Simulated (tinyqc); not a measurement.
Thin (001) film in sp3s* tight binding with raised dangling bonds: sweeps and comparisons. A value that a table varies takes the place of the one given here.

Planes alternate anion (a), cation (c) along [001], a/4 apart, starting with an anion; zero in-plane momentum; levels counted from the bulk Ev, the lower root of [[Epa, Vxx], [Vxx, Epc]]; no spin-orbit coupling. Block of s, pz, s*: from an anion to the cation above, Vss/2 (s,s), Vsapc/2 (s,z), -Vscpa/2 (z,s), Vxx/2 (z,z), Vxapc/2 (s*,z), -Vpaxc/2 (z,s*); to the cation below the same with the s-z and s*-z signs reversed. Block of u = (px + py)/sqrt2 and v = (px - py)/sqrt2: to the cation above (Vxx + Vxy)/2 for u and (Vxx - Vxy)/2 for v, to the cation below the reverse. Each surface atom has two dangling sp3 hybrids; raising both by dl adds (dl/2) [[1, t], [t, 1]] to its s, pz levels (t = -1 at the bottom face, +1 at the top) and dl to the one of u, v in whose plane the missing bonds lie (v for a bottom anion or a top cation, u for a top anion).

Values chosen for the exercise (near a published set for Si, fitted to gaps, whose masses and valley positions are rough; shifted at random, so the results belong to these values and not to a real crystal): p = (-4.182, 1.72, -4.182, 1.72, 6.648, 6.648, -8.259, 1.712, 4.54, 5.684, 5.684, 5.4, 5.4) eV (order Esa, Epa, Esc, Epc, Exa, Exc, Vss, Vxx, Vxy, Vsapc, Vscpa, Vxapc, Vpaxc); Nw = 19 (planes in the thicker film); a = 5.431 angstrom (lattice constant); dp = 30 eV (value of dl for the passivated films); Ns = (6, 11, 16, 19, 29, 30, 49, 61) (numbers of planes); N0 = 25 (first number of planes).

## States in the gap of a film

edges (eV): Gamma 3.42400, Delta 1.11529

Levels between 0 and the lower bulk edge, the largest weight on the two outer planes of both faces among them, and the nearest levels outside, for several shifts dl.

Film of Nw planes:
```
dl (eV)  levels in the gap       at (eV)  surface weight  next above (eV)  next below (eV)
0                        2  0.226, 0.307            0.75           1.1829          -0.1220
1                        2  0.711, 0.741            0.82           1.1849          -0.1178
2                        0             -               -           1.1209          -0.1153
3                        0             -               -           1.1752          -0.1136
5                        0             -               -           1.1796          -0.1116
10                       0             -               -           1.1804          -0.1093
30                       0             -               -           1.1807          -0.1071
100                      0             -               -           1.1808          -0.1062
```

Can the levels of the bare film be read as confined subbands?

No: with bare surfaces (dl = 0) 2 levels lie in the bulk gap, with up to 75 % of the weight on the four outer planes, two a face, where an even spread gives 21 %; these are dangling-bond states, not subbands. The reruns show the bulk gap clear from dl = 2 eV on, and at dl = 30 eV the next level above lies -0.1 meV from its value at 100 eV. At dl = 2 eV the next level above is more than 20 meV from its value at 100 eV, so the surface still acts on it.

## Gap against thickness

Passivated films (finite dp, so levels can still be some meV from their limit), thickness N a/4. Highest level below mid-gap (either block) and the two lowest above it. The exponents are -d ln(shift)/d ln N between the sixth and the last film, for the valence level and for the mean of the two conduction levels.

Levels (eV):
```
N   thickness (angstrom)      Ev1     Ec1     Ec2     gap
6                   8.15  -0.5034  1.5791  1.7637  2.0825
11                 14.94  -0.2636  1.2878  1.3275  1.5514
16                 21.72  -0.1278  1.2059  1.2165  1.3337
19                 25.80  -0.1071  1.1807  1.1888  1.2879
29                 39.37  -0.0506  1.1460  1.1463  1.1966
30                 40.73  -0.0444  1.1431  1.1453  1.1875
49                 66.53  -0.0191  1.1262  1.1267  1.1453
61                 82.82  -0.0126  1.1224  1.1226  1.1350
```

exponents: valence 1.78, conduction 1.95

The gap is 2.082 eV at 8.1 angstrom and 1.135 eV at 82.8, against 1.115 eV in the bulk along this line. At 19 planes the conduction side gives 65 meV of the widening and the valence side 107 meV. A hard-walled parabolic band has exponent 2; departures come from the offset between N a/4 and the effective width, from non-parabolicity and from the termination (odd and even N end differently: in the direction of the bond rows at the two faces and, in a compound, in the kind of atom), which also makes single steps in N uneven. Ec1 and Ec2 are the doublet of the two Delta valleys along the normal.

## Valley splitting plane by plane

kz of the minimum = 0.73363 2 pi/a

Ten passivated films from N0 planes on; the phase is N pi k0/2 modulo pi, k0 the position of the bulk minimum.

Lowest doublet:
```
N   phase/pi  mean shift (meV)  splitting (meV)
25     0.170             41.13            3.922
26     0.537             38.08            0.762
27     0.904             35.45            2.582
28     0.271             33.05            2.508
29     0.638             30.86            0.256
30     0.004             28.93            2.243
31     0.371             27.14            1.447
32     0.738             25.51            0.785
33     0.105             24.05            1.792
34     0.472             22.68            0.677
```

The splitting ranges from 0.26 meV (N = 29) to 3.92 meV (N = 25), while the mean shift goes from 41 to 23 meV and falls steadily. The splitting changes direction 6 times in these ten films, and one plane more changes it by up to 3.16 meV: it hangs on the phase between the two faces, which is why atomic steps matter.

## What each change does

A film of Nw planes with shift dp: highest level below mid-gap (half the lower bulk edge) and the two lowest above. Each row changes one parameter from the base and keeps the others.

Results:
```
case        Ev1 (eV)  Ec1 (eV)  Ec2 (eV)
base         -0.1071    1.1807    1.1888
Nw = 21      -0.0900    1.1716    1.1736
dp = 60 eV   -0.1065    1.1808    1.1890
```

The largest shifts from the base row, up to three for each result and ties (the steps differ in size, so this ranks the rows, not the parameters). Ev1 (eV): Nw +0.0171, dp +0.0007. Ec1 (eV): Nw -0.0091, dp +0.0001. Ec2 (eV): Nw -0.0151, dp +0.0003. An odd change of Nw also changes which atoms end the film, so levels need not move as thickness alone would move them; the row for dp shows how far the passivation is from converged.

Run: tinyqc, `OMP_NUM_THREADS=1 python tinyqc.py 1450949 1450950 out.jsonl`; Intel(R) Xeon(R) Processor @ 2.30GHz, one thread, shared host; about 0.4 s of CPU time with all checks.
